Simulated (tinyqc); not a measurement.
One electron in a tunnel-coupled double dot: charge qubit, sensing and quantum capacitance: two steps of the calculation.

Basis (left, right), H = [[ep/2, tc], [tc, -ep/2]], splitting Om = sqrt(ep^2 + 4 tc^2), ep = al times the gate voltage. In equilibrium the electron is on the right with the chance P_R = [1 + (ep/Om) tanh(Om/2 kB T)]/2.

Values chosen for this exercise: tunnel coupling tc = 26 ueV; electron temperature T = 0.3 K; deviation of quasi-static detuning noise se = 4.6 ueV; detuning ep = -57.6 ueV.

Constants: q = 1.602176634e-19 C, kB = 1.380649e-23 J/K, hbar = 1.054571817e-34 J s, h = 6.62607015e-34 J s, Vt = kB T/q. Results are converted to the units shown.

Task 1. Splitting and occupation. Also the frequency Om/h, the mixing angle arctan2(2 tc, ep) and the weight of the right dot in the ground state, (1 + ep/Om)/2.

Give: Om; Om/h; mixing angle; ground-state weight; kB T; P_R.

Result 1.

Om = 77.600 ueV
Om/h = 18.764 GHz
mixing angle = 137.92 degree
ground-state weight = 0.12887
kB T = 25.852 ueV
P_R = 0.16401

Task 2. Dephasing by charge noise. Noise in ep shifts Om by (ep/Om) d + (2 tc^2/Om^3) d^2. For Gaussian d of deviation se the spread of Om is sqrt[(ep se/Om)^2 + 2 (2 tc^2 se^2/Om^3)^2], and T2* is estimated as sqrt(2) hbar/spread; Om T2*/h counts the oscillations within T2*.

Wanted: first-order spread; second-order spread; T2*; oscillations within T2*.

Result 2.

first-order spread = 3.4144 ueV
second-order spread = 0.086581 ueV
T2* = 0.27254 ns
oscillations within T2* = 5.1137

At ep = 0 the first-order term vanishes and T2* would be 3.24 ns.

Numbers from tinyqc (`OMP_NUM_THREADS=1 python tinyqc.py 2470120 2470121 out.jsonl`; about 0.01 s on one thread of a shared Intel Xeon 2.30GHz).
